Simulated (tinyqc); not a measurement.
Donor or exciton in a quantum well (variational effective-mass method): one step, computed by the program tinyqc. Command: `OMP_NUM_THREADS=1 python tinyqc.py 3010178 3010179 out.jsonl welldonor walk`. One thread of a shared host (Intel(R) Xeon(R) Processor @ 2.30GHz), about 0.03 s of CPU time with the checks.

H = -nabla^2 - 2/|r - r_i| + V(z) in effective units; trial function psi = f(z) exp(-|r - r_i|/lambda), f the ground state of the well. Mass and screening are the same in well and barrier; l = L/a* is the width in effective units. Bands are flat: no polarisation or applied field.

Problem. The subband. k = pi/l; f = cos(k z) inside and zero outside; subband energy k^2 Ry*.

Centre: donor. Barriers: infinite.

l = 2.004621

Ry* = 19.24389 meV

Give: k; subband energy.

Solution.

k = 1.567 1/a*

subband energy = 47.26 meV
